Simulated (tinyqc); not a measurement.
# Free and trapped electrons in a MOS channel with a dense trap tail: what changes with what

p-type body, charge-sheet picture, full ionisation (an idealisation for deep acceptors), Boltzmann statistics for free electrons. e = Ec - EF at the surface. Acceptor-like traps of density D(E) = D0 + De exp(-E/Ew) at depth E below Ec, from 0 to Eu, hold n_t = integral of D(E)/(1 + exp((e - E)/Vt)). psi = Eg - Vt ln(Nv/Na) - e; N_dep = sqrt(2 eps0 eps_r Na (psi - Vt)/q); n_f = sqrt(N_dep^2 + 2 eps0 eps_r Vt Nc exp(-e/Vt)/q) - N_dep; Vg = Vfb + psi + q (N_dep + n_t + n_f)/Cox, Cox = eps0 eox/tox.

Values chosen for this exercise; band and dielectric values close to those of gallium nitride:
- T = 300 K (temperature)
- Eg = 3.34 eV (band gap)
- eps_r = 9.64 (relative permittivity)
- Nc = 2.34e18 cm^-3 (conduction-band density of states at T)
- Nv = 4.63e19 cm^-3 (valence-band density of states at T)
- eox = 3.9 (relative permittivity of the insulator)
- tox = 34 nm (insulator thickness)
- Na = 9.8e15 cm^-3 (acceptor density)
- Vfb = -2.3 V (flat-band voltage without trapped charge)
- D0 = 6.5e10 cm^-2 eV^-1 (constant background density of acceptor-like traps)
- De = 1.1e13 cm^-2 eV^-1 (density of the tail at the conduction edge)
- Ew = 0.07 eV (decay energy of the tail)
- Eu = 0.86 eV (depth below Ec down to which the traps reach)
- mf = 170 cm^2/(V s) (mobility of free electrons)

Constants: q = 1.602176634e-19 C, kB = 1.380649e-23 J/K, Vt = kB T/q, eps0 = 8.8541878128e-14 F/cm where lengths are in cm. Results are converted to the units shown.

Each table varies one quantity; the others keep the values above.

## Free and trapped charge against gate voltage

Free share n_f/(n_f + n_t); swing ln 10 n_f/(dn_f/dVg); field-effect mobility mf q (dn_f/dVg)/Cox, for a constant mf; oxide field q (N_dep + n_t + n_f)/(eps0 eox).

Free and trapped charge against gate voltage:
columns A: Vg (V); B: e (eV); C: n_f (cm^-2); D: n_t (cm^-2); E: free share (%); F: swing (mV/decade); G: field-effect mobility (cm^2/(V s)); H: oxide field (MV/cm)
```
A            B         C         D         E      F        G       H
1.4     0.3349   1.419e6  4.227e10  0.003358  86.09  0.01018  0.2687
2.1    0.09334  1.535e10  2.945e11     4.954  437.8    21.65  0.4035
2.8    0.03098  1.516e11  5.567e11     21.40   1121    83.46  0.5911
3.5  -0.001484  4.343e11  6.941e11     38.49   2087    128.5  0.7874
4.2   -0.02280  8.014e11  7.553e11     51.48   3305    149.7  0.9870
4.9   -0.03827  1.206e12  7.837e11     60.60   4689    158.8   1.188
5.6   -0.05028  1.626e12  7.982e11     67.07   6163    162.9   1.391
6.3   -0.06006  2.054e12  8.065e11     71.81   7684    165.1   1.594
7     -0.06829  2.487e12  8.116e11     75.40   9233    166.3   1.797
```

n_f reaches 1e11 cm^-2 at Vg = 2.62 V, against 1.83 V without traps. The free share rises from 0.00336 to 75.4 % and the field-effect mobility rises from 0.0102 to 166 cm^2/(V s), although mf = 170 is constant: in the last row 97.8 % of Cox dVg goes into free electrons. The swing in the first row is 86.1 mV a decade (Vt ln 10 = 59.5). For Vg = 2.8, 3.5, 4.2, 4.9, 5.6, 6.3, 7 EF lies less than 2 Vt below the band edge, or above it, where degeneracy and confinement, left out, matter.

## Effect of the decay energy of the tail

VT is the Vg for n_f = 1e11 cm^-2; swing ln 10 n_f/(dn_f/dVg) at n_f = 1e8 cm^-2; the last three columns are for Vg = VT + 2.7 V, with free share n_f/(n_f + n_t) and field-effect mobility mf q (dn_f/dVg)/Cox; there EF is near the band edge, where Boltzmann statistics are rough.

Result of one run:
columns A: Ew (eV); B: e at VT (eV); C: VT (V); D: q n_t/Cox at VT (V); E: swing (mV/decade); F: n_f (cm^-2); G: free share (%); H: field-effect mobility (cm^2/(V s))
```
A           B      C      D      E         F      G      H
0.17  0.04284  4.181  2.354  363.1  1.370e12  42.26  159.6
```

What becomes of these results when the decay energy of the tail Ew is changed from 0.17 to 0.05 eV, all else the same?

Result of the changed run:
columns A: Ew (eV); B: e at VT (eV); C: VT (V); D: q n_t/Cox at VT (V); E: swing (mV/decade); F: n_f (cm^-2); G: free share (%); H: field-effect mobility (cm^2/(V s))
```
A           B      C       D      E         F      G      H
0.05  0.04284  2.342  0.5153  93.90  1.495e12  72.13  162.4
```

The whole series:
columns A: Ew (eV); B: e at VT (eV); C: VT (V); D: q n_t/Cox at VT (V); E: swing (mV/decade); F: n_f (cm^-2); G: free share (%); H: field-effect mobility (cm^2/(V s))
```
A           B      C       D      E         F      G      H
0.03  0.04284  2.108  0.2807  77.78  1.559e12  81.05  163.6
0.05  0.04284  2.342  0.5153  93.90  1.495e12  72.13  162.4
0.07  0.04284  2.617  0.7902  128.2  1.455e12  64.71  161.6
0.09  0.04284  2.914   1.087  173.6  1.427e12  58.55  161.0
0.11  0.04284  3.224   1.397  223.1  1.407e12  53.40  160.5
0.13  0.04284  3.542   1.715  272.3  1.391e12  49.07  160.2
0.15  0.04284  3.862   2.035  319.3  1.379e12  45.39  159.9
0.17  0.04284  4.181   2.354  363.1  1.370e12  42.26  159.6
```

As Ew goes from 0.03 to 0.17, VT rises from 2.11 to 4.18 V, its part due to traps rises from 0.281 to 2.35 V, the swing rises from 77.8 to 363 mV/decade and the field-effect mobility falls from 164 to 160 cm^2/(V s). In every row e is under 2 Vt already at VT, so VT too is rough.

Computed by the program tinyqc: `OMP_NUM_THREADS=1 python tinyqc.py 2222233 2222234 out.jsonl`, one thread of a shared Intel Xeon 2.30GHz, about 0.02 s for the whole run.
